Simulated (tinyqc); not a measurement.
Beam energy: resolution against speed: sputter depth profiling of a dopant layer: erosion rate, quantification and the mixing-roughness response. Computed by tinyqc, a small Python program. Command: `OMP_NUM_THREADS=1 python tinyqc.py 3027554 3027555 out.jsonl sims walk`. One thread of a shared host (Intel(R) Xeon(R) Processor @ 2.30GHz), about 0.01 s of CPU time with the checks.

A rastered ion beam erodes silicon (49.94 atoms per nm^3). The measured profile is the true one convolved with a depth response.

Inputs (values chosen for the exercise, modelled on a dopant in silicon under an oxygen or caesium beam): beam energy E = 1.8 keV; beam current = 150 nA; raster side = 400 um; sputter yield at 1 keV = 0.59; mixing length at 1 keV = 1.2 nm; roughness sigma = 0.81 nm; depth of the layer z0 = 55 nm; sheet density Q = 1.7e+14 1/cm^2; relative sensitivity factor RSF = 6.3e+20 1/cm^3; matrix count rate = 1e+06 1/s; background count rate = 3.7 1/s; counting time per point = 1 s; level that defines the junction C_B = 4e+17 1/cm^3.

True profile: delta layer.

Constants: e = 1.602176634e-19 C.

Method:
- Scaling chosen for the exercise: yield Y = Y1 E^0.5, mixing length w = w1 E^0.5 (E in keV).
- Erosion rate = Y I/(e x raster^2 x density); depth step = rate x counting time; concentration = RSF x counts/matrix counts; detection limit = RSF x 3 sqrt(background x time)/(matrix rate x time).
- Mixing alone turns a layer at z0 into (1/w) exp(-(z - z0 + w)/w) for z > z0 - w; roughness adds a Gaussian of width sigma. With x = z - z0 + w: g(x) = (1/(2w)) exp(sigma^2/(2 w^2) - x/w) erfc((sigma/w - x/sigma)/sqrt2), and its integral G(x) = (1/2) erfc(-x/(sigma sqrt2)) - w g(x). Measured: Q g(x), 1 nm = 1e-7 cm.
- Width = full width at half maximum; the apparent junction is the deep point where the profile falls to C_B; time to profile to twice z0 = 2 z0/erosion rate, at fixed current.

erosion rate = 0.0927472 nm/s

Measured values:
```
E (keV)  w (nm)  peak (1/cm^3)  width (nm)  apparent junction (nm)  time (min)
0.15     0.4648     7.4764e+20      2.1105                  59.480      68.475
0.25     0.6000     7.1074e+20      2.1993                  60.266      53.040
0.50     0.8485     6.4720e+20      2.3680                  61.767      37.505
1.00     1.2000     5.7092e+20      2.6109                  63.880      26.520
2.00     1.6971     4.8735e+20      2.9595                  66.777      18.753
4.00     2.4000     4.0301e+20      3.4616                  70.687      13.260
8.00     3.3941     3.2370e+20      4.1818                  75.911       9.376
```

From the highest to the lowest energy the width goes from 4.18 to 2.11 nm, towards the floor set by roughness, 2.355 sigma = 1.91 nm, and the junction error from 20.9 to 4.48 nm, at 7.3 times the time. Extrapolating the tail slope to zero energy separates mixing from real diffusion. Caution: the surface transient, segregation under the beam and the growth of roughness with depth are left out, and real yields fall faster near the sputter threshold.

Extremes, crossings and ranges named in words are read from the listed rows.
